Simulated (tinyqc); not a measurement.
When U turns negative: defect-molecule model of a vacancy with Jahn-Teller distortion.

Four dangling hybrids a, b, c, d point into the vacancy: H_ii = E0, and -gm between any two. A tetragonal distortion Q pairs a with b and c with d: those two couplings become -gm - I Q and the other four -gm + I Q/2, at an elastic cost k Q^2/2. The a1 level holds two electrons; charge states 2+, + and 0 put n = 0, 1, 2 more into the lowest level of t2 origin. Energy from the 2+ state at Q = 0, with the Fermi level mu counted from Ev: W_n(Q) = n (et - 2 I Q) + k Q^2/2 + Uc n (n - 1)/2 - n mu. et = E0 + gm is the undistorted t2 level.

Parameters, chosen for this exercise (of the size used for the vacancy in silicon; shifted at random, so the results belong to these values and not to a real crystal): E0 = -0 eV (level of a dangling hybrid, from Ev); gm = 0.38 eV (coupling between two dangling hybrids); I = 1.02 eV/angstrom (Jahn-Teller coupling); Uc = 0.11 eV (repulsion of two electrons in one orbital).

The force constant is varied. E_JT = 2 I^2/k, E(2+/+) = et - E_JT, E(+/0) = et - 3 E_JT + Uc, U_eff = Uc - 2 E_JT.

Against k:
```
k (eV/angstrom^2)  E_JT (eV)  (2+/+) (eV)  (+/0) (eV)  U_eff (eV)  Q of the neutral state (angstrom)
8                     0.2601       0.1199     -0.2903     -0.4102                             0.5100
12                    0.1734       0.2066     -0.0302     -0.2368                             0.3400
16                    0.1300       0.2500      0.0998     -0.1501                             0.2550
24                    0.0867       0.2933      0.2299     -0.0634                             0.1700
32                    0.0650       0.3150      0.2949     -0.0200                             0.1275
48                    0.0433       0.3367      0.3599      0.0233                             0.0850
64                    0.0325       0.3475      0.3925      0.0450                             0.0638
96                    0.0217       0.3583      0.4250      0.0667                             0.0425
```

k at which U_eff = 0 = 37.83 eV/angstrom^2

Levels below 0 lie in the valence band. U_eff is negative for k below 4 I^2/Uc = 37.8: 5 of the 8 rows. The gain grows as n^2, so the second electron wins 3 E_JT where the first wins E_JT. For a stiff lattice the levels tend to et = 0.380 and et + Uc = 0.490 eV. Distortions above about 0.5 angstrom (1 of the rows) are beyond a linear coupling.

(tinyqc, `OMP_NUM_THREADS=1 python tinyqc.py 1481955 1481956 out.jsonl`, Intel(R) Xeon(R) Processor @ 2.30GHz, 1 thread, shared host, about 0.01 s.)
